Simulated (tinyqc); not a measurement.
Joule-heated wire on a substrate, fin equation: one step of the calculation.

A wire of length L loses heat along itself to two contacts and sideways to the substrate: kap A theta'' - g theta + p = 0 with theta = T - T0 and p = p0. The ends are held at T0. Constant conductivity, diffusive heat flow.

Problem. Closed form at the middle. theta(L/2) = (p0/g)[1 - 1/(cosh(L/(2 LH)) + Rc g LH sinh(L/(2 LH)))], LH = sqrt(kap A/g).

Parameters, values chosen for the exercise:
```
symbol,value,unit,meaning
kap,130,W/(m K),conductivity along the wire
A,430,nm^2,cross-section
g,0.15,W/(m K),conductance per length to the substrate
L,4800,nm,length between the contacts
Rc,0,K/uW,thermal resistance of each contact
p0,0.036,uW/nm,heating per length
```

Wanted: theta(L/2).

Solution.

theta(L/2) = 230.59 K

Numbers from tinyqc (`OMP_NUM_THREADS=1 python tinyqc.py 2520107 2520108 out.jsonl`; about 0.01 s on one thread of a shared Intel Xeon 2.30GHz).
